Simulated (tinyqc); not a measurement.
Inside a calculation: Wannier functions of a composite (isolated) pair of valence bands (bonds of an sp chain). Values are carried at full precision from step to step, so a last printed digit may differ when a step is redone from the rounded ones.

Each atom has a hybrid pointing left (<) and right (>). H(k): diagonal +V3 on A, -V3 on B; <A<|A>> = -V1a, <B<|B>> = -V1b, <A>|B<> = -V2, <B>|A<> = -V2p exp(ik); k in 1/a, Bloch sums with exp(ikR). The two lowest bands are filled. Trial functions in cell 0: g1 = cos(c) A> + sin(c) B<, and g2 = sin(c) B> + cos(c) A< of cell 1, whose Bloch vector has cos(c) exp(-ik) on A<. Projection A_mn = <psi_m|g_n>, S = A^+ A, Loewdin U = A S^(-1/2), Bloch-like states w_n = sum_m psi_m U_mn, H_W(k) = U^+ diag(E) U. P = sum_m |psi_m><psi_m| is free of phase choices, and S = g^+ P g, w = P g S^(-1/2).

Values chosen for the exercise:
- V2 = 4.83 eV (coupling in the bond A-B inside the cell)
- V2p = 3.13 eV (coupling in the bond to the next cell)
- V1a = 1.65 eV (coupling of the two hybrids on A)
- V1b = 1.77 eV (the same on B)
- V3 = 1.83 eV (A at +V3, B at -V3)
- j = 4 (mesh point, k = 2 pi j/N)
- N = 6 (k points)
- c = 45 degrees (trial bonds cos(c) on A, sin(c) on B)
- xb = 0.54 a (position of B (A at 0))

## H at one mesh point

Fill in the matrix.

H(k) (eV), rows A<, A>, B<, B> and columns alike:
$$\begin{pmatrix}
1.8300 & -1.6500 & 0 & 1.5650-2.7107i \\
-1.6500 & 1.8300 & -4.8300 & 0 \\
0 & -4.8300 & -1.8300 & -1.7700 \\
1.5650+2.7107i & 0 & -1.7700 & -1.8300
\end{pmatrix}$$

## Levels and the projector on the filled bands

Diagonalise; P = sum over the two lowest states of |psi><psi|.

levels (eV): [-5.9122, -3.2998, 3.3638, 5.8482]

P, rows A<, A>, B<, B> and columns alike:
$$\begin{pmatrix}
0.2801 & 0.1255-0.0642i & 0.0546-0.0242i & -0.2397+0.3475i \\
0.1255+0.0642i & 0.3490 & 0.4507-0.0219i & -0.0563+0.0228i \\
0.0546+0.0242i & 0.4507+0.0219i & 0.6513 & 0.1277-0.0599i \\
-0.2397-0.3475i & -0.0563-0.0228i & 0.1277+0.0599i & 0.7196
\end{pmatrix}$$

The filled states put 1.258 electrons on A and 2.742 on B at this k.

## Loewdin orthogonalisation

The trial vectors are the columns g1 = (0, cos c, sin c, 0), g2 = (cos c exp(-ik), 0, 0, sin c), k = 2 pi j/N. Form S = g^+ P g, its eigenvalues, S^(-1/2), and w = P g S^(-1/2).

S, rows 1, 2 and columns alike:
$$\begin{pmatrix}
0.9509 & -0.0476+0.0373i \\
-0.0476-0.0373i & 0.9206
\end{pmatrix}$$

eigenvalues of S: [0.8734, 0.9981]

S^(-1/2), rows 1, 2 and columns alike:
$$\begin{pmatrix}
1.0271 & 0.0264-0.0207i \\
0.0264+0.0207i & 1.0439
\end{pmatrix}$$

w, rows A<, A>, B<, B>; columns 1, 2:
$$\begin{pmatrix}
0.1151-0.0588i & -0.2782+0.4312i \\
0.5761-0.0166i & -0.1143+0.0612i \\
0.8022+0.0166i & 0.0795-0.0339i \\
0.0736+0.0430i & 0.8436-0.0253i
\end{pmatrix}$$

The combinations of the trial bonds that diagonalise S lie 87.3 to 99.8 % inside the filled space; an eigenvalue near zero would mark a poor choice.

## The Hamiltonian in the new basis

H_W = w^+ H w; its eigenvalues must be the two filled levels.

H_W(k) (eV), rows 1, 2 and columns alike:
$$\begin{pmatrix}
-5.380 & -0.982-0.377i \\
-0.982+0.377i & -3.832
\end{pmatrix}$$

eigenvalues (eV): [-5.912, -3.300]

## Hoppings between the Wannier functions

H_mn(R) = (1/N) sum_k exp(-ikR) H_W,mn(k), the coupling of function m in cell 0 to function n in cell R.

H(R) (eV):
```
R        11       12       21       22
-2   0.0032  -0.0035  -0.0020   0.0022
-1   0.0727  -0.4666  -0.0297   0.0602
0   -5.3043  -1.2330  -1.2330  -3.7700
1    0.0727  -0.0297  -0.4666   0.0602
2    0.0032  -0.0020  -0.0035   0.0022
3    0.0005  -0.0003  -0.0003   0.0003
```

The bond levels are -5.304 and -3.770 eV, against -sqrt(V2^2 + V3^2) = -5.165 and -3.626 for isolated bonds. Neighbouring bonds couple by -1.233 eV through B; the bond-orbital estimate is -V1b (1 + ap)/2 = -1.255 with the mean V2 in ap = V3/sqrt(V2^2 + V3^2).

## The functions in real space

w_n(R) = (1/N) sum_k exp(ikR) w_n(k); point-like hybrids at R (A) and R + xb (B) give centres and spreads.

Function 1:
```
R        A<       A>       B<       B>
-2   0.0002   0.0007  -0.0002  -0.0032
-1   0.0031   0.0094  -0.0052  -0.0526
0    0.0802   0.5752   0.8078   0.0461
1   -0.0694  -0.0112   0.0154   0.0002
2   -0.0044  -0.0007   0.0012  -0.0001
3   -0.0004   0.0000   0.0001  -0.0003
```

centres (a): 1 0.3574, 2 0.6566

spreads (a^2): 1 0.0694, 2 0.0460

Function 1 has 98.3 % of its weight on the two hybrids of its bond. Its centre lies +0.0874 a from the middle of the bond, towards B, the atom with the lower level.

## Checks

- Eigenvalues of H_W against the filled levels: they agree to 1e-10 or better.
- W^+ w against the unit matrix: they agree to 1e-10 or better.

tinyqc: `OMP_NUM_THREADS=1 python tinyqc.py 1452128 1452129 out.jsonl`; about 0.2 s, one thread, shared Intel(R) Xeon(R) Processor @ 2.30GHz.
